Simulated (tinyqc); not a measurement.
Lattice vibrations of a chain, step by step. Computed by tinyqc, a small Python program that keeps every step. Command: `OMP_NUM_THREADS=1 python tinyqc.py 26162 26163 out.jsonl` (the two numbers bound the seeds that draw the settings). One thread of a shared host (Intel(R) Xeon(R) Processor @ 2.60GHz), about 0.01 s of CPU time with the checks.

## Dynamical matrix at q = 0.04

A chain moving along its axis:
```
atom                mass (u)  spring to the next atom (eV/angstrom^2)
1                  109.30000                                 11.00000
2                  114.10000                                 28.70000
3                  111.70000                                 22.00000
second neighbours          -                                  1.40000
```

q is in units of 2 pi/a. A spring k from atom i to atom j, n cells on, adds k to Phi_ii and Phi_jj, -k exp(2 pi i q n) to Phi_ij and the conjugate to Phi_ji (for one atom a cell: 2k (1 - cos 2 pi q n)); D_ij = Phi_ij / sqrt(m_i m_j).

D(q) (eV/(angstrom^2 u)):
```
                   1                  2                  3
1            0.32754  -0.11064+0.00312i  -0.20552+0.04952i
2  -0.11064-0.00312i            0.37248  -0.26623+0.00308i
3  -0.20552-0.04952i  -0.26623-0.00308i            0.47896
```

## Frequencies

omega^2 are the eigenvalues; wavenumber = 521.4708 sqrt(eigenvalue) 1/cm.

eigenvalues: 0.00147  0.45125  0.72627

wavenumbers (1/cm): 20.0  350.3  444.4

weights |e|^2 of the mass-weighted modes:
```
         mode 1   mode 2   mode 3
atom 1  0.32597  0.59072  0.08330
atom 2  0.34051  0.38900  0.27049
atom 3  0.33351  0.02027  0.64621
```

## Dispersion and heat capacity

C/k_B per atom = mean over q = (j + 1/2)/80, j = 0..39 and all branches of y^2 e^y/(e^y - 1)^2, y = hc wavenumber / k_B T.

Wavenumbers (1/cm):
```
q         branch 1   branch 2   branch 3
0.00000    0.00000  351.18813  444.15005
0.06250   31.16244  349.02461  444.76183
0.12500   62.01325  342.75353  446.40423
0.18750   92.22413  332.90824  448.63034
0.25000  121.41823  320.13001  450.97312
0.31250  149.08635  305.12042  453.07522
0.37500  174.32020  288.89151  454.70489
0.43750  194.81359  273.79272  455.72753
0.50000  203.91376  266.49000  456.07524
```

Heat capacity:
```
T (K)  C/k_B per atom
20            0.06156
50            0.16105
100           0.35494
200           0.67924
300           0.82792
600           0.95109
1200          0.98735
```

zero-point energy per atom = 18.22438 meV
